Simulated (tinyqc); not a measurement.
Band offsets from two capacitances.

Problem. A p-n heterojunction (1: p-type, 2: n-type) in the depletion approximation obeys 1/C^2 = 2 (er1 N1 + er2 N2)(Vbi - V)/(q eps0 er1 er2 N1 N2), with Vbi = dEc + Eg1 - Vt ln(Nc2 Nv1/(N1 N2)), dEc = Ec2 - Ec1 and dEv = Eg2 - Eg1 - dEc. Find N2, Vbi, dEc and dEv.

Parameters, values chosen for the exercise; band and dielectric values close to those of amorphous and crystalline silicon:
- T = 300 K (temperature)
- Eg1 = 1.74 eV (band gap of material 1)
- er1 = 11.7 (relative permittivity of material 1)
- Nv1 = 1.01e20 cm^-3 (valence-band density of states of material 1)
- Eg2 = 1.13 eV (band gap of material 2)
- er2 = 11.5 (relative permittivity of material 2)
- Nc2 = 2.84e19 cm^-3 (conduction-band density of states of material 2)
- N1 = 1.3e17 cm^-3 (acceptor density of material 1)

Constants: q = 1.602176634e-19 C, kB = 1.380649e-23 J/K, Vt = kB T/q, eps0 = 8.8541878128e-14 F/cm where lengths are in cm. Results are converted to the units shown.

C at V = -0.7 and -2.9 V (nF/cm^2): 49.684651  34.215169

Solution. The slope of 1/C^2 against -V is (2/(q eps0)) (1/(er2 N2) + 1/(er1 N1)), which gives N2; the intercept is Vbi, and the offsets follow.

N2 = 1.10e17 cm^-3
Vbi = 1.28 V
dEc = -0.140 eV
dEv = -0.470 eV

Computed by the program tinyqc: `OMP_NUM_THREADS=1 python tinyqc.py 2040058 2040059 out.jsonl`, one thread of a shared Intel Xeon 2.30GHz, about 0.03 s for the whole run.
